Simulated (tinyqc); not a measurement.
Trap density from two Hall measurements.

Inverse problem. p-type body, charge-sheet picture, full ionisation (an idealisation for deep acceptors), Boltzmann statistics for free electrons. e = Ec - EF at the surface. psi = Eg - Vt ln(Nv/Na) - e; N_dep = sqrt(2 eps0 eps_r Na (psi - Vt)/q); n_f = sqrt(N_dep^2 + 2 eps0 eps_r Vt Nc exp(-e/Vt)/q) - N_dep; Vg = Vfb + psi + q (N_dep + n_t + n_f)/Cox, Cox = eps0 eox/tox. Find e and n_t at both points and the mean trap density between them.

Inputs (values chosen for the exercise); band and dielectric values close to those of gallium nitride:
- T = 400 K (temperature)
- Eg = 3.41 eV (band gap)
- eps_r = 9.37 (relative permittivity)
- Nc = 3.56e18 cm^-3 (conduction-band density of states at T)
- Nv = 7.14e19 cm^-3 (valence-band density of states at T)
- eox = 3.9 (relative permittivity of the insulator)
- tox = 69 nm (insulator thickness)
- Na = 4.5e15 cm^-3 (acceptor density)
- Vfb = -2.76 V (flat-band voltage without trapped charge)

Constants: q = 1.602176634e-19 C, kB = 1.380649e-23 J/K, Vt = kB T/q, eps0 = 8.8541878128e-14 F/cm where lengths are in cm. Results are converted to the units shown.

Vg (V): 1.7786352  2.4413635
free sheet density from the Hall effect (cm^-2): 6.8023735e8  1.5020863e10

Solution. Each n_f fixes e; what the gate voltage holds beyond psi, N_dep and n_f is trapped; the difference quotient is the density, smeared over a few Vt.

e (eV): 0.271  0.163
n_t (cm^-2): 1.81e11  3.33e11
mean trap density = 1.41e12 cm^-2 eV^-1

tinyqc, about 0.02 s, one thread, Intel Xeon 2.30GHz (shared host): `OMP_NUM_THREADS=1 python tinyqc.py 2222186 2222187 out.jsonl`
